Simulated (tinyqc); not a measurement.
# MOSFET in saturation, small-signal circuit and noise: effects of single changes

Bias by the inversion coefficient IC = I/Ispec (charge-based model with velocity saturation; weak inversion below 0.1, strong above 10). Common-source circuit: gm, gds, Cgs, Cgd and Cj at the inner nodes, Rg in series with the gate; quasi-static, no source or drain resistance, no gate-body capacitance, no substrate network, no induced gate noise, so fmax is an upper estimate.

Inputs (values chosen for the exercise): temperature T = 300 K; gate length L = 130 nm; total gate width W = 80 um; gate capacitance Cox = 1.01 uF/cm^2; mobility mu = 420 cm^2/(V s); slope factor n = 1.15; velocity-saturation length Ls = 25 nm; ratio gds/gm sg = 0.016; overlap and fringe capacitance per side Cov = 0.3 fF/um; drain junction capacitance Cj = 0.57 fF/um; sheet resistance of the gate Rsh = 20 ohm; finger width Wf = 0.5 um; gate contact and vertical resistance Rc = 200 ohm um; inversion coefficient IC = 0.7; short-channel excess of the noise factor gw = 0.1; oxide trap density Nt = 5e17 cm^-3 eV^-1; tunnelling length into the oxide lt = 0.1 nm; Coulomb scattering coefficient ac = 3000 V s/C.

Constants: q = 1.602176634e-19 C, kB = 1.380649e-23 J/K, Vt = kB T/q. Results are converted to the units shown.

Each table varies one quantity; the others keep the values above.

## Gains against frequency

Ispec = 2 n mu Cox (W/L) Vt^2, lc = Ls/L, gms = [sqrt((lc IC + 1)^2 + 4 IC) - 1]/[2 + lc (lc IC + 1)], gm = gms Ispec/(n Vt), gds = sg gm. qs = [sqrt(1 + 4 IC) - 1]/2, Cgs = Cox W L qs (2 qs + 3)/(3 (qs + 1)^2) + Cov W, Cgd = Cov W, Cd = Cj W, Rg = Rsh (Wf/L)/(12 Nf) + Rc/W with Nf = W/Wf fingers (not rounded) contacted at both ends. fT = gm/(2 pi (Cgs + Cgd)), fmax = fT/(2 sqrt(Rg (gds + 2 pi fT Cgd))). Inner admittances at w = 2 pi f: y11 = i w (Cgs + Cgd), y12 = -i w Cgd, y21 = gm - i w Cgd, y22 = gds + i w (Cgd + Cd). Invert to Z, add Rg to Z11 and invert back to Y. |h21| = |Y21/Y11|; U = |Y21 - Y12|^2/(4 [Re Y11 Re Y22 - Re Y12 Re Y21]). MSG = |Y21/Y12|; stability factor k = [2 Re Y11 Re Y22 - Re(Y12 Y21)]/|Y12 Y21|.

The same in every row: f sqrt(U) (GHz) = 88.605.

Result of one run:

| f (GHz) | \|h21\| (dB) | U (dB) | MSG (dB) | k |
|---|---|---|---|---|
| 10 | 2.2939 | 18.949 | 6.2760 | 0.26124 |

What becomes of these results when the signal frequency f is changed from 10 to 0.13 GHz, all else the same?

Result of the changed run:

| f (GHz) | \|h21\| (dB) | U (dB) | MSG (dB) | k |
|---|---|---|---|---|
| 0.13 | 39.767 | 56.670 | 25.012 | 0.0034946 |

The whole series:

| f (GHz) | \|h21\| (dB) | U (dB) | MSG (dB) | k |
|---|---|---|---|---|
| 0.13 | 39.767 | 56.670 | 25.012 | 0.0034946 |
| 0.24 | 34.442 | 51.345 | 22.350 | 0.0064515 |
| 0.44 | 29.177 | 46.080 | 19.718 | 0.011827 |
| 0.83 | 23.666 | 40.568 | 16.962 | 0.022307 |
| 1.5 | 18.530 | 35.427 | 14.394 | 0.040296 |
| 2.9 | 12.819 | 29.701 | 11.539 | 0.077764 |
| 5.4 | 7.4716 | 24.301 | 8.8648 | 0.14393 |
| 10 | 2.2939 | 18.949 | 6.2760 | 0.26124 |

Over the table |h21| falls by 19.9 dB a decade, U by 20.0 and MSG by 9.93. The product f sqrt(U) stays at 88.6 GHz, against fmax = 88.6 GHz from the formula. k stays below one in all rows, so the device is only conditionally stable. In every row fmax exceeds 4 fT, where channel resistance and substrate losses, left out here, would cap it.

## Effect of the overlap and fringe capacitance per side on speed and noise

Channel noise Sid = 4 kB T gam n gm with gam = (1/2 + (2/3) qs)/(1 + qs) + gw lc IC, qs = [sqrt(1 + 4 IC) - 1]/2, lc = Ls/L (the last term an empirical rise with velocity saturation); at the gate, white noise Sw = Sid/gm^2 + 4 kB T Rg. Number fluctuation with correlated mobility: S(f) = K/f, K = q^2 Vt lt Nt/(W L Cox^2) (1 + ac mu Cox I/gm)^2, Vt in eV with Nt per eV. Corner fc = K/Sw. IC is held fixed.

The same in every row: I (uA) = 280.9; Rg (ohm) = 2.540; sqrt(Sw) (nV/Hz^0.5) = 1.334; fc (MHz) = 19.65.

Effect of the overlap and fringe capacitance per side on speed and noise:

| Cov (fF/um) | fT (GHz) | fmax (GHz) |
|---|---|---|
| 0.05 | 25.91 | 296.7 |
| 0.15 | 18.26 | 149.1 |
| 0.25 | 14.10 | 102.2 |
| 0.35 | 11.48 | 78.24 |
| 0.45 | 9.683 | 63.48 |
| 0.55 | 8.372 | 53.46 |
| 0.65 | 7.374 | 46.19 |

What does the table show?

As Cov goes from 0.05 to 0.65 fF/um, fT falls from 25.9 to 7.37 GHz, fmax falls from 297 to 46.2 GHz, the white noise stays at 1.33 nV/Hz^0.5 and the corner stays at 19.6 MHz. In every row fmax exceeds 4 fT, where channel resistance and substrate losses, left out here, would cap it.

## Effect of the total gate width on speed and noise

Same model as above.

Corner fc = K/Sw. IC is held fixed.

The same in every row: fT (GHz) = 12.656; fmax (GHz) = 88.605; fc (MHz) = 19.648.

Results:

| W (um) | I (uA) | Rg (ohm) | sqrt(Sw) (nV/Hz^0.5) |
|---|---|---|---|
| 2 | 7.0222 | 101.60 | 8.4383 |
| 4.3 | 15.098 | 47.257 | 5.7548 |
| 9.3 | 32.653 | 21.850 | 3.9131 |
| 20 | 70.222 | 10.160 | 2.6684 |
| 43 | 150.98 | 4.7257 | 1.8198 |
| 200 | 702.22 | 1.0160 | 0.84383 |

Estimate the missing row, W = 93 um.

Computed row:

| W (um) | I (uA) | Rg (ohm) | sqrt(Sw) (nV/Hz^0.5) |
|---|---|---|---|
| 93 | 326.53 | 2.1850 | 1.2374 |

With this row back in the table: As W goes from 2 to 200 um, fT stays at 12.7 GHz, fmax stays at 88.6 GHz, the white noise falls from 8.44 to 0.844 nV/Hz^0.5 and the corner stays at 19.6 MHz. Current, gm and capacitances scale with W and Rg with 1/W, so the frequencies stay while both noise powers fall as 1/W. In every row fmax exceeds 4 fT, where channel resistance and substrate losses, left out here, would cap it.

Program tinyqc, `OMP_NUM_THREADS=1 python tinyqc.py 2150034 2150035 out.jsonl`; Intel Xeon 2.30GHz, shared host, one thread, about 0.01 s.
